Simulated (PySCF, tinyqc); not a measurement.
Worked calculation: CCSD on RHF in the sto-6g basis, for H3+, spin multiplicity 1. The lowest restricted solution is unstable here: a spin-polarised one lies 0.0121 hartree lower (PySCF). One step of it, computed by the program tinyqc.

Problem. CCSD: starting amplitudes. t_ij^ab = <ij||ab> / (e_i + e_j - e_a - e_b), whose energy is MP2.

orbital energies (hartree): MO1 -0.832984, MO2 -0.338796, MO3 0.071551

Two-electron integrals over orbitals (pq|rs), unique and non-zero (hartree):
```
(11|11) 0.519272    (21|21) 0.148404    (22|11) 0.437240    (22|22) 0.502971
(31|11) 0.089761    (31|22) -0.055314   (31|31) 0.145675    (32|21) -0.147150
(32|32) 0.162155    (33|11) 0.526419    (33|22) 0.463734    (33|31) 0.079033
(33|33) 0.557547
```

Give: Starting amplitudes; correlation energy.

Solution.

Starting amplitudes (spin orbitals 1a, 1b, ...; amplitudes related by a flip of all spins are not repeated):

| from | to | t |
|---|---|---|
| 1a 1b | 2a 2b | -0.1501 |
| 1a 1b | 3a 3b | -0.0805 |

correlation energy = -0.034013 hartree
